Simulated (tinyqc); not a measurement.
p-n diode, drift-diffusion by the Gummel loop with Scharfetter-Gummel fluxes: two steps of the calculation.

Abrupt junction at x = 0, p side from -Lp, n side to Ln, ohmic contacts. psi is counted from the intrinsic level; n = ni exp((psi - phin)/Vt), p = ni exp((phip - psi)/Vt). Contacts: p side psi = V - Vt ln(Na/ni), p = Na, n = ni^2/Na; n side psi = Vt ln(Nd/ni), n = Nd, p = ni^2/Nd. Constant mobilities, D = mu Vt, Boltzmann statistics, SRH recombination through a mid-gap level, U = (n p - ni^2)/(tp (n + ni) + tn (p + ni)). Current is positive from the p contact to the n contact.

Inputs (values chosen for the exercise); band and dielectric values close to those of cadmium telluride:
```
symbol   value        unit                         meaning
T          300           K                     temperature
eps_r     10.1                       relative permittivity
Na      3.1e16       cm^-3  acceptor density of the p side
Nd        2e17       cm^-3     donor density of the n side
mun        530  cm^2/(V s)               electron mobility
mup         44  cm^2/(V s)                   hole mobility
tn        8e-7           s       SRH lifetime of electrons
tp        4e-8           s           SRH lifetime of holes
G            0  cm^-3 s^-1         uniform generation rate
V         0.77           V           bias of the p contact
```

Constants: q = 1.602176634e-19 C, kB = 1.380649e-23 J/K, Vt = kB T/q, eps0 = 8.8541878128e-14 F/cm where lengths are in cm. Results are converted to the units shown.

Question 1. Poisson equation. With phin and phip held, solve a_i (psi_(i+1) - psi_i) - a_(i-1) (psi_i - psi_(i-1)) + q w_i (p_i - n_i + C_i) = 0 for the inner nodes by Newton steps to convergence; a_i = eps0 eps_r/h_i, h_i = x_(i+1) - x_i, w_i = (h_(i-1) + h_i)/2, C = -Na or +Nd.

```
node  x (nm)  phin at the start (V)  phip at the start (V)
0      -3800                   0.77                   0.77
1      -1470                      0                   0.77
2       -557                      0                   0.77
3       -203                      0                   0.77
4      -64.4                      0                   0.77
5      -10.5                      0                   0.77
6       10.5                      0                   0.77
7       65.6                      0                   0.77
8        210                      0                   0.77
9        590                      0                   0.77
10      1590                      0                   0.77
11      4200                      0                      0
```

ni = 1.1662129e6 cm^-3

Wanted: psi; n after Poisson; p after Poisson.

Answer 1.

```
node  psi (V)  n after Poisson (cm^-3)  p after Poisson (cm^-3)
0      0.1495                 4.387e-5                 3.100e16
1      0.1495                  3.781e8                 3.100e16
2      0.1495                  3.781e8                 3.100e16
3      0.1503                  3.905e8                 3.002e16
4      0.2106                  4.023e9                 2.913e15
5      0.4951                 2.421e14                 4.841e10
6      0.6500                 9.675e16                  1.211e8
7      0.6685                 1.981e17                  5.916e7
8      0.6687                 2.000e17                  5.861e7
9      0.6687                 2.000e17                  5.861e7
10     0.6687                 2.000e17                  5.861e7
11     0.6687                 2.000e17                 6.800e-6
```

Question 2. Recombination and current. U_i as defined. J = Jn at the p contact + Jp at the n contact + q sum w_i U_i - q G sum w_i over the inner nodes, which avoids differences of large majority fluxes: Jn = (q mun Vt/h_0)[n_1 B(d_0) - n_0 B(-d_0)], Jp = (q mup Vt/h_last)[p_(N-1) B(d_last) - p_N B(-d_last)], d_i = (psi_(i+1) - psi_i)/Vt, B(d) = d/(exp(d) - 1), w_i = (h_(i-1) + h_i)/2.

```
node  x (nm)  converged psi (V)  converged n (cm^-3)  converged p (cm^-3)
0      -3800         0.14946175         4.3872660e-5               3.1e16
1      -1470         0.14946174          2.4143389e8         3.1000000e16
2       -557         0.14946346          3.3638396e8         3.0997938e16
3       -203         0.15029275          3.8482393e8         3.0019362e16
4      -64.4         0.21059333          4.0228584e9         2.9133741e15
5      -10.5         0.49509700         2.4212596e14         4.8409005e10
6       10.5         0.64996271         9.6754429e16          1.2103410e8
7       65.6         0.66849177         1.9812771e17          5.7926288e7
8        210         0.66873446         1.9999642e17          5.3256090e7
9        590         0.66873492         2.0000000e17          4.3504702e7
10      1590         0.66873492         2.0000000e17          2.4442914e7
11      4200         0.66873492                 2e17         6.8002623e-6
```

ni = 1.1662129e6 cm^-3

Find: U; Jn at the p contact; Jp at the n contact; recombination; generation; J.

Answer 2.

U, node 0 to 11 (cm^-3 s^-1): 0  3.0179e14  4.2048e14  4.8103e14  5.0286e15  1.2054e18  3.0259e15  1.4482e15  1.3314e15  1.0876e15  6.1107e14  0
Jn at the p contact = 2.2747e-6 A/cm^2
Jp at the n contact = 1.7067e-8 A/cm^2
recombination = 7.8447e-7 A/cm^2
generation = 0 A/cm^2
J = 3.0762e-6 A/cm^2

Computed by the program tinyqc: `OMP_NUM_THREADS=1 python tinyqc.py 2240134 2240135 out.jsonl`, one thread of a shared Intel Xeon 2.30GHz, about 0.2 s for the whole run.
